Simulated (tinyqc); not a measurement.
Scale length and barrier from the threshold roll-off.

Problem. For L well above Lambda the threshold falls by 2 m sqrt(A (A + Vds)) exp(-pi L/(2 Lambda)), A being the height of the source potential over the barrier top; the two values follow this form. Find Lambda and A.

Parameters, values chosen for the exercise:
- m = 1 (long-channel body factor)
- Vds = 0.7 V (drain voltage)

threshold lowering at L = 19 and 31 nm (mV): [72.412516, 10.462350]

Answer. The ratio of the two values gives Lambda; the prefactor gives A (A + Vds), a quadratic with one positive root.

Lambda = 9.74 nm
A = 0.500 V

Program tinyqc, `OMP_NUM_THREADS=1 python tinyqc.py 2420113 2420114 out.jsonl`; Intel Xeon 2.30GHz, shared host, one thread, about 0.01 s.
